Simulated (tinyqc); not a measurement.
Current crowding under a contact, resistor ladder against the transmission-line model: one step of the calculation.

A metal contact of length d and width W on a thin layer of the same width. The metal has no resistance, the sheet resistance under it equals Rsh, and current enters the layer at the front edge x = 0.

Task. Voltages and the share of the current. Cut the contact into n cells of length hc = d/n. Neighbouring cell centres are joined by a = W/(Rsh hc), each centre joins the metal (0 V) by g = W hc/rc, and I enters cell 1 through half a cell: -a v_(i-1) + b_i v_i - a v_(i+1) = I for i = 1 and 0 otherwise, b_i = g + 2 a (g + a at both ends). Rc = v_1/I + 1/(2 a). Cell i passes g v_i to the metal.

Values chosen for this exercise:
- n = 6 (cells)
- I = 2 mA (current)

a = 0.29008568 S
g = 0.16900498 S
b_i, cell 1 to 6 (S): 0.45909065  0.74917633  0.74917633  0.74917633  0.74917633  0.45909065

Find: v_i; share of the current; Rc of the ladder.

Result.

```
cell	v_i (mV)	share of the current (%)
1	6.223	52.59
2	2.955	24.97
3	1.407	11.89
4	0.680	5.75
5	0.349	2.95
6	0.220	1.86
```

Rc of the ladder = 4.835 ohm

The first cell passes 52.6 % of the current and the last 1.86 %; an even spread would give 16.7 % each.

Computed by the program tinyqc: `OMP_NUM_THREADS=1 python tinyqc.py 2760146 2760147 out.jsonl`, one thread of a shared Intel Xeon 2.30GHz, about 0.01 s for the whole run.
